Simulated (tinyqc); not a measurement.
Inside a calculation. Model: random telegraph noise from one oxide trap in a small MOSFET.

Computed by the program tinyqc: `OMP_NUM_THREADS=1 python tinyqc.py 2710108 2710109 out.jsonl`, one thread of a shared Intel Xeon 2.30GHz, about 0.01 s for the whole run. Printed values are rounded.

An acceptor-like trap exchanges electrons with the channel. Inversion charge Q = Cox u, u = n Vt W0(exp((Vg - VT)/(n Vt))), W0 the Lambert function, n = nf, Cox = eps0 eox/tox; linear regime Id = (W/L) mu Q Vd. Relative to threshold the surface potential rises by Vt ln(u/u0) and the oxide voltage by the rest of Vg - VT, with u0 = n Vt W0(1).

Values chosen for this exercise; values of the order met in silicon transistors:
```
symbol,value,unit,meaning
T,300,K,temperature
eox,3.9,,relative permittivity of the gate insulator (close to silicon dioxide)
tox,2.4,nm,insulator thickness
xt,1,nm,depth of the trap from the channel interface
E0,0.08,eV,trap level above the channel Fermi level at threshold
s0,9e-17,cm^2,capture prefactor
EB,0.48,eV,capture barrier (lattice relaxation)
lt,0.11,nm,tunnelling decay length
vth,1.1e7,cm/s,thermal velocity
zi,1.8,nm,thickness of the inversion layer
VT,0.23,V,threshold voltage
nf,1.09,,body factor
W,36,nm,gate width
L,130,nm,gate length
mu,310,cm^2/(V s),mobility
asc,0,V s,scattering coefficient of the charged trap
Vd,0.1,V,drain voltage
Vg,0.41,V,gate voltage
```

Constants: q = 1.602176634e-19 C, kB = 1.380649e-23 J/K, Vt = kB T/q, eps0 = 8.8541878128e-14 F/cm where lengths are in cm. Results are converted to the units shown.

Range of the model: VT is taken as given; short-channel effects and the uneven flow of current among few electrons are left out.

## Trap level, time constants and occupancy

N = Cox u/q; dpsi = Vt ln(u/u0); E = E0 - dpsi - (xt/tox)(Vg - VT - dpsi); capture time tc = 1/[(N/zi) vth s0 exp(-xt/lt - EB/Vt)]; emission time te = tc exp(-E/Vt); occupancy te/(tc + te).

u = 0.135705 V
N = 1.21868e12 cm^-2
dpsi = 0.0552991 V
E = -0.0272578 eV
tc = 153.294 s
te = 439.983 s
occupancy = 0.741615

The trap lies 1.1 Vt below the Fermi level, so it is filled 74.2 % of the time.

## Step height

A = W L; threshold step dV = q (1 - xt/tox)/(Cox A); gm/Id = 1/(u + n Vt); relative step dI/I = (gm/Id) dV + asc mu/A. Id as defined.

electrons in the channel N A = 57.0341
dV = 1.38797 mV
gm/Id = 6.10188 1/V
number part of dI/I = 0.846920 %
dI/I = 0.846920 %
Id = 1.67618 uA
dI = 14.1959 nA

## Lorentzian spectrum

Spectrum S(f) = 4 dI^2/{(tc + te)[(1/tc + 1/te)^2 + (2 pi f)^2]}; corner fc = (1/tc + 1/te)/(2 pi); variance dI^2 tc te/(tc + te)^2. Give S at f = 0, at fc and at 10 fc.

fc = 0.00139996 Hz
S(0) = 1.75604e-14 A^2/Hz
S(fc) = 8.78021e-15 A^2/Hz
S(10 fc) = 1.73866e-16 A^2/Hz
rms current = 6.21420 nA

The rms value is 0.438 of the step; it reaches its largest share, 1/2, when tc = te.
